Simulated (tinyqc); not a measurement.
Charge neutrality of a doped semiconductor with incomplete ionisation: one step, computed by the program tinyqc. Command: `OMP_NUM_THREADS=1 python tinyqc.py 3026658 3026659 out.jsonl dopant walk`. One thread of a shared host (Intel(R) Xeon(R) Processor @ 2.30GHz), about 0.02 s of CPU time with the checks.

Energies are counted from the top of the valence band; E_D is measured down from the conduction band and E_A up from the valence band.

Task: Gap and effective densities of states. E_g = E_g0 - alpha T^2/(T + beta). N_c = 2 M_c (2 pi m_e k_B T/h^2)^(3/2) and N_v = 2 (2 pi m_h k_B T/h^2)^(3/2), masses in units of m_0. n_i = sqrt(N_c N_v) exp(-E_g/(2 k_B T)); E_i = E_g/2 + (k_B T/2) ln(N_v/N_c).

Inputs (values chosen for the exercise, modelled on diamond):

| quantity | value | unit |
|---|---|---|
| gap at 0 K E_g0 | 5.57 | eV |
| Varshni alpha | 0.000482 | eV/K |
| Varshni beta | 1550 | K |
| electron mass m_e | 0.562 | m_0 |
| valleys M_c | 6 | - |
| hole mass m_h | 0.784 | m_0 |
| temperature T | 300 | K |

Doping: n-type. Statistics of the bands: Boltzmann.

Constants: m_0 = 9.1093837015e-31 kg; k_B = 1.380649e-23 J/K; h = 6.62607015e-34 J s; k_B = 8.617333262e-05 eV/K.

Give: gap E_g; N_c; N_v; k_B T; intrinsic density n_i; intrinsic level E_i.

Result:

gap E_g = 5.5466 eV

N_c = 6.3435e+19 cm^-3

N_v = 1.7420e+19 cm^-3

k_B T = 0.025852 eV

intrinsic density n_i = 8.5646e-28 cm^-3

intrinsic level E_i = 2.7566 eV
